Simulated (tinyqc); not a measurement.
## Film and buried-oxide thickness from two coupling ratios

Question. In a depleted film -dVT/dVb is k1 = Cs Cbox/(Cox (Cs + Cbox)) for a front channel and k2 = Cbox (Cox + Cs)/(Cox Cs) for a back channel, with Cox = eps0 eox/tox, Cs = eps0 eps_r/ts, Cbox = 3.9 eps0/tb. Find ts and tb.

Parameters, values chosen for the exercise; band and dielectric values close to those of silicon: relative permittivity eps_r = 11.7; relative permittivity of the gate insulator (close to silicon dioxide) eox = 3.9; insulator thickness tox = 2.9 nm.

coupling ratios for a front and a back channel: [0.22025316, 0.69122807]

Solution. With y = Cox/Cs and z = Cox/Cbox, 1/k1 = y + z and k2 = (1 + y)/z, so y = (k2/k1 - 1)/(1 + k2); the thicknesses follow from y and z.

ts = 11.00 nm
tb = 9.500 nm

Program tinyqc, `OMP_NUM_THREADS=1 python tinyqc.py 2190108 2190109 out.jsonl`; Intel Xeon 2.30GHz, shared host, one thread, about 0.5 s.
